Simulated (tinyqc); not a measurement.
Strain, valley repopulation and piezoresistance in a many-valley conduction band: one step, computed by the program tinyqc. Command: `OMP_NUM_THREADS=1 python tinyqc.py 3015925 3015926 out.jsonl valleys walk`. One thread of a shared host (Intel(R) Xeon(R) Processor @ 2.30GHz), about 0.03 s of CPU time with the checks.

Valleys are ellipsoids with mass m_l along the axis a and m_t across it, parabolic, with one constant relaxation time; strain shifts the valleys and leaves the masses alone. Currents are taken along [110], along the load, and along [001], across the load.

Question. Linear piezoresistance coefficients. Each of the 6 valleys holds n_v = N_v (2/sqrt(pi)) F_1/2((E_F - dE_v)/(k_B T)), N_v = 2 (m_d k_B T/(2 pi hbar^2))^(3/2), m_d = (m_l m_t^2)^(1/3); E_F solves sum n_v = n and is counted from the unstrained edge. F_j(eta) = int_0^infinity x^j/(1 + exp(x - eta)) dx, without a gamma-function factor. It is evaluated after integrating by parts. Integrals over x = E/(k_B T) use 160 Gauss-Legendre points in u = sqrt(x) from 0 to sqrt(max(eta, 0) + 32). With eta_0 the reduced Fermi level without strain, r = F_-1/2(eta_0)/(2 F_1/2(eta_0)) (1 for a classical gas) and c = r (Xi_u/k_B T) (m_l - m_t)/(2 m_l + m_t): pi11 = -(2/3) c (S11 - S12), pi12 = -pi11/2, pi44 = 0, with S11 - S12 = 1/(C11 - C12).

Inputs (values chosen for the exercise, modelled on silicon):
```
quantity                            value    unit
longitudinal mass m_l               0.936     m_0
transverse mass m_t                 0.186     m_0
shear deformation potential Xi_u     9.27      eV
C11                                   164     GPa
C12                                  63.9     GPa
electron density n                3.5e+18  1/cm^3
temperature T                         350       K
```

Valley axes: <100> (6 valleys in 3 pairs). Load: uniaxial [110].

Constants: k_B = 8.617333262e-05 eV/K; m_0 = 9.1093837015e-31 kg; k_B = 1.380649e-23 J/K; hbar = 1.054571817e-34 J s.

Give: eta_0; degeneracy factor r; pi11; pi12; pi44.

Answer.

eta_0 = -2.242

degeneracy factor r = 0.9651

pi11 = -72.00 1e-11/Pa

pi12 = 36.00 1e-11/Pa

pi44 = 0 1e-11/Pa

The gas is classical, so the coefficients follow 1/T.
